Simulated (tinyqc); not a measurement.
A ladder of methods, and size consistency: correlation methods against full CI in the 6-31g basis, for He, spin multiplicity 1. Computed by the program tinyqc with PySCF. All electrons correlated; +Q is the Davidson correction (1 - c0^2) E_corr. The last columns treat two copies 100 angstrom apart as one system. FCI is the lowest singlet.

Geometry (angstrom):
```
atom       x       y       z
He    0.0000  0.0000  0.0000
```

RHF energy of one = -2.855160 hartree

Correlation energies (hartree):
```
method   E_corr of one  share of FCI (%)  E_corr of two at 100 angstrom  two minus twice one (mhartree)
MP2          -0.011200           74.6590                      -0.022400                          0.0000
CISD         -0.015002          100.0000                      -0.029875                          0.1289
CISD+Q       -0.015067          100.4332                      -0.030130                          0.0033
CCSD         -0.015002          100.0000                      -0.030003                          0.0000
CCSD(T)      -0.015002          100.0000                      -0.030003                          0.0000
FCI          -0.015002          100.0000                              -                               -
```

What does the comparison show, and why?

MP2 recovers 75 %, CISD 100.0 % and CCSD 100.0 % of the FCI value (c0^2 = 0.996 in CISD). MP2 and coupled cluster are size consistent, so their last column vanishes; CISD loses 0.13 mhartree, since a double excitation on each copy is a quadruple of the pair, and the Davidson correction leaves +0.00. With two electrons, or one virtual orbital, CISD and CCSD are exact for one copy, so +Q overshoots there.
